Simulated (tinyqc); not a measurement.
Ellipsometry and reflectance of a transparent film on an absorbing substrate: two steps of the calculation.

Air (index 1), film, substrate with N2 = n2 - i k2; time factor exp(+i w t). q_j = sqrt(N_j^2 - sin^2 th), root with positive real part. Fresnel coefficients r_s = (q_a - q_b)/(q_a + q_b), r_p = (N_b^2 q_a - N_a^2 q_b)/(N_b^2 q_a + N_a^2 q_b). tan(Psi) exp(i Delta) = R_p/R_s, Delta taken from 0 to 360 degrees.

Values chosen for this exercise; indices close to those of titanium dioxide on silicon:

| symbol | value | unit | meaning |
|---|---|---|---|
| lam | 632.8 | nm | wavelength |
| th | 70 | degrees | angle of incidence |
| n1 | 2.407 |  | index of the transparent film |
| d | 10 | nm | film thickness |
| n2 | 3.882 |  | index of the substrate |
| k2 | 0.019 |  | extinction coefficient of the substrate |

Question 1. Interface coefficients and thickness period. q0, q1, q2 and the coefficients r01 and r12 for p and s; the results repeat in d with the period lam/(2 q1).

Give: q0; q1; q2; r01,p; r01,s; r12,p; r12,s; period.

Answer 1.

q0 = 0.34202
q1 = 2.2160
q2 = 3.7666-0.0196i
r01,p = -0.055854
r01,s = -0.73259
r12,p = 0.20959-0.00219i
r12,s = -0.25919+0.00242i
period = 142.78 nm

Question 2. Psi, Delta and reflectances. beta = 2 pi d q1/lam, X = exp(-2 i beta), R = (r01 + r12 X)/(1 + r01 r12 X) for p and s.

q1 = 2.2159934
r01,p = -0.055853870
r01,s = -0.73258926
r12,p = 0.20959325-0.00219405i
r12,s = -0.25918852+0.00242486i

Find: beta; X; R_p; R_s; Psi; Delta; |R_p|^2; |R_s|^2.

Answer 2.

beta = 0.2200 rad
X = 0.9047-0.4260i
R_p = 0.1338-0.0929i
R_s = -0.8276+0.0379i
Psi = 11.12 degrees
Delta = 147.8 degrees
|R_p|^2 = 0.02653
|R_s|^2 = 0.6864

The bare substrate gives Psi = 10.57 and Delta = 179.23 degrees.

Program tinyqc, `OMP_NUM_THREADS=1 python tinyqc.py 2870140 2870141 out.jsonl`; Intel Xeon 2.30GHz, shared host, one thread, about 0.01 s.
